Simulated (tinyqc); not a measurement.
Signal and retention of a DRAM cell: effect of temperature.

A stored one starts at Vd and leaks: Cs dV/dt = -I(V), I = a sqrt((V + Vb)/(Vd + Vb)) + b, with a = Ig exp[-(Eg1 q/kB)(1/T - 1/T0)] (generation in a depletion layer) and b = Is exp[-(Es q/kB)(1/T - 1/T0)]. The bit line is precharged to Vd/2, and charge sharing gives the signal (V - Vd/2) Cs/(Cs + Cb).

The cell fails below Vc = Vd/2 + dm (Cs + Cb)/Cs. With s = sqrt((Vc + Vb)/(Vd + Vb)), the time from Vd to Vc is t = [2 Cs (Vd + Vb)/a] [1 - s - (b/a) ln((a + b)/(a s + b))]. This time is the median of a log-normal spread: failing cells = Nc erfc(z/sqrt 2)/2, z = ln(t/tr)/sg.

Inputs (values chosen for the exercise):
- Vd = 1.3 V (array voltage)
- Cs = 23 fF (cell capacitance)
- Cb = 79 fF (bit-line capacitance)
- dm = 44 mV (smallest signal that the sense amplifier resolves)
- Vb = 1.36 V (built-in plus back-bias voltage of the storage junction)
- Ig = 1.8 fA (junction leakage at V = Vd and T0)
- Is = 0.1 fA (voltage-independent leakage at the reference temperature0)
- Es = 0.25 eV (activation energy of Is)
- T0 = 358 K (reference temperature)
- sg = 0.91 (deviation of ln(retention time) over the cells)
- Nc = 1.07e9 (cells)
- tr = 64 ms (refresh interval)
- Eg1 = 0.56 eV (activation energy of Ig)

Constants: q = 1.602176634e-19 C, kB = 1.380649e-23 J/K. Results are converted to the units shown.

Effect of temperature:
```
T (K),a (fA),b (fA),retention time (s),failing cells
298,0.046559,0.019561,163.35,3.5624e-9
318,0.18350,0.036083,49.490,1.4463e-4
338,0.61489,0.061909,16.112,0.66241
358,1.8000,0.10000,5.7499,411.75
368,2.9478,0.12463,3.5578,5394.1
378,4.7031,0.15354,2.2517,48830
398,11.158,0.22579,0.96119,1.5561e6
```

What does the comparison show?

The retention time falls from 163 to 0.961 s, halving every 16.3 K at the hot end. Its apparent activation energy goes from 0.488 to 0.552 eV, between Es = 0.25 and Eg1 = 0.56 eV, as the share of a in the leakage grows from 70.4 to 98.0 %.

Range of the model: Real arrays also hold a tail of unusually leaky cells and cells whose retention varies in time, which this model lacks.

tinyqc, about 0.01 s, one thread, Intel Xeon 2.30GHz (shared host): `OMP_NUM_THREADS=1 python tinyqc.py 2130095 2130096 out.jsonl`
